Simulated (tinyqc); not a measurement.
# Off-state leakage of single and stacked transistors: two studies

n-channel devices of unit width. Subthreshold current I(Vg, Vs, Vd) = I0 (T/300 K)^0.5 exp[(Vg - Vs - VT(T) - gb (Vs - Vb) + dd (Vd - Vs))/(nf Vt)] (1 - exp(-(Vd - Vs)/Vt)), VT(T) = VT - cT (T - 300 K). Gate-edge tunnelling Ig (Vd/1 V) exp(ag (Vd - 1 V)), for a gate at 0 V, and band-to-band leakage Ab u exp(-Bb/u), u = Vd - Vb + 1 V, flow at a drain held at V; both are taken as independent of T. In a stack of off transistors (all gates at 0 V) the same subthreshold current passes through each.

Values chosen for this exercise; values of the order met in bulk silicon logic transistors: temperature T = 300 K; supply voltage V = 0.8 V; threshold at 300 K, zero drain and body bias VT = 0.32 V; fall of the threshold with temperature cT = 0.7 mV/K; current at threshold at 300 K I0 = 0.93 uA/um; slope factor nf = 1.32; drain-induced lowering per volt dd = 0.14; rise of the threshold per volt of source-body bias gb = 0.2; gate-edge tunnelling current at 1 V Ig = 2e-5 uA/um; exponential slope of the gate current ag = 4 1/V; prefactor of band-to-band leakage at the drain Ab = 10 uA/(um V); its exponential voltage Bb = 22 V; body voltage Vb = 0 V.

Constants: q = 1.602176634e-19 C, kB = 1.380649e-23 J/K, Vt = kB T/q. Results are converted to the units shown.

Each table varies one quantity; the others keep the values above.

## Subthreshold current against the height of the stack

All n gates at 0 V, bottom source at 0 V, top drain at V; node voltages follow from equal currents.

Subthreshold current against the height of the stack:
```
n	I (nA/um)	reduction factor	drain voltage of the bottom device (mV)	source voltage of the top device (mV)	voltage across the top device (V)
1	2.096	1.000	800.0	0	0.8000
2	0.1024	20.47	76.88	76.88	0.7231
3	0.04802	43.65	21.19	96.16	0.7038
4	0.03115	67.29	12.21	107.2	0.6928
5	0.02300	91.11	8.572	114.9	0.6851
6	0.01822	115.0	6.601	120.8	0.6792
```

Read the table: what changes, and by how much?

The second transistor cuts the current by a factor of 20.5, the third by a further 2.13 and the sixth by 1.26. The top device keeps 84.9 % of the supply at n = 6, while the drain voltage of the bottom one falls to 0.255 Vt.

## Leakage components against the supply voltage

Same model as above.

One transistor with Vg = Vs = 0, Vd = V; stack factor I(one)/I(two in series).

Leakage components against the supply voltage:
```
V (V)	subthreshold (nA/um)	gate edge (nA/um)	band-to-band (nA/um)	total (nA/um)	stack factor	largest part
0.5	0.6121	0.001353	0.006404	0.6198	7.345	subthreshold
0.6	0.9225	0.002423	0.01708	0.9420	10.23	subthreshold
0.7	1.390	0.004217	0.04075	1.435	14.41	subthreshold
0.8	2.096	0.007189	0.08856	2.191	20.47	subthreshold
0.9	3.159	0.01207	0.1779	3.349	29.26	subthreshold
1	4.761	0.02000	0.3340	5.115	42.00	subthreshold
1.1	7.175	0.03282	0.5922	7.800	60.46	subthreshold
1.2	10.81	0.05341	0.9988	11.87	87.23	subthreshold
1.3	16.30	0.08632	1.613	18.00	126.0	subthreshold
1.4	24.57	0.1387	2.507	27.21	182.3	subthreshold
```

As V goes from 0.5 to 1.4, the total leakage rises from 0.620 to 27.2 nA/um. The subthreshold part leads at V = 0.5 and in all other rows. The reduction by a stack of two rises from 7.35 to 182, for the subthreshold part alone.

Numbers from tinyqc (`OMP_NUM_THREADS=1 python tinyqc.py 2242188 2242189 out.jsonl`; about 0.03 s on one thread of a shared Intel Xeon 2.30GHz).
